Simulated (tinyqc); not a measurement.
Trap in a gate oxide as a short-range spherical well: one step. Level, tunnelling time and occupation. Three cases, with inputs chosen for the exercise.

Task: Give E_T, S, tau and ln(tau_c/tau_e) = (E_T - EF)/kB T.

Energies from the conduction edge of the channel. The trap level at depth x is E_T = dEc - Et - e Fox x (1 MV/cm = 0.01 eV/angstrom). An electron at the channel edge tunnels with the WKB exponent S = (4/3) sqrt(m/c) [dEc^(3/2) - (dEc - e Fox x)^(3/2)]/(e Fox), c = hbar^2/2m0; tau = t0 exp(S); the occupation is f = 1/(1 + exp((E_T - EF)/kB T)), tau_c = tau/f and tau_e = tau/(1 - f). Lattice relaxation is left out; a level below the channel edge needs phonons as well, so tau is then a lower bound, while a level above it can also empty elastically at its own energy, through a thinner barrier, faster than this tau.

Constants: hbar^2/2m0 = 3.80998211 eV angstrom^2; kB = 8.617333262e-05 eV/K.

Give: E_T; S; tau; ln(tau_c/tau_e).

Case 1.

Values chosen (near those of SiO2 on Si; not measured data): dEc = 3.13 eV (conduction offset to the channel); m = 0.474 m0 (mass); Fox = 1.6 MV/cm (oxide field, lowering levels away from the channel); t0 = 0.71 x 1e-11 s (time constant at the interface); T = 400 K (temperature); EF = -0.13 eV (Fermi level above the channel edge); x = 16 angstrom (depth of the trap).

Et = 2.390198 eV

Result:

E_T = 0.484 eV
S = 19.555
tau = 0.00221 s
ln(tau_c/tau_e) = 17.8

The level lies 18 kB T above EF, so the trap is mostly empty. A flat barrier would give S = 2 sqrt(m dEc/c) x = 19.97.

Case 2.

Values chosen (near those of HfO2 on Si; not measured data): dEc = 1.48 eV (conduction offset to the channel); m = 0.195 m0 (mass); Fox = 4.4 MV/cm (oxide field, lowering levels away from the channel); t0 = 17 x 1e-11 s (time constant at the interface); T = 200 K (temperature); EF = -0.13 eV (Fermi level above the channel edge); x = 9 angstrom (depth of the trap).

Et = 1.121204 eV

Result:

E_T = -0.037 eV
S = 4.606
tau = 1.70e-08 s
ln(tau_c/tau_e) = 5.4

The level lies 5 kB T above EF, so the trap is mostly empty. A flat barrier would give S = 2 sqrt(m dEc/c) x = 4.95.

Case 3.

Values chosen (near those of HfO2 on Si; not measured data): dEc = 1.51 eV (conduction offset to the channel); m = 0.192 m0 (mass); Fox = 2 MV/cm (oxide field, lowering levels away from the channel); t0 = 0.67 x 1e-11 s (time constant at the interface); T = 300 K (temperature); EF = 0.03 eV (Fermi level above the channel edge); x = 12 angstrom (depth of the trap).

Et = 1.040778 eV

Result:

E_T = 0.229 eV
S = 6.350
tau = 3.84e-09 s
ln(tau_c/tau_e) = 7.7

The level lies 8 kB T above EF, so the trap is mostly empty. A flat barrier would give S = 2 sqrt(m dEc/c) x = 6.62.

Computed by tinyqc, one run a case: `OMP_NUM_THREADS=1 python tinyqc.py N N+1 out.jsonl` with N = 1252103, 1252332, 1252427; one thread of a shared Intel(R) Xeon(R) Processor @ 2.30GHz, about 0.01 s a run at most.
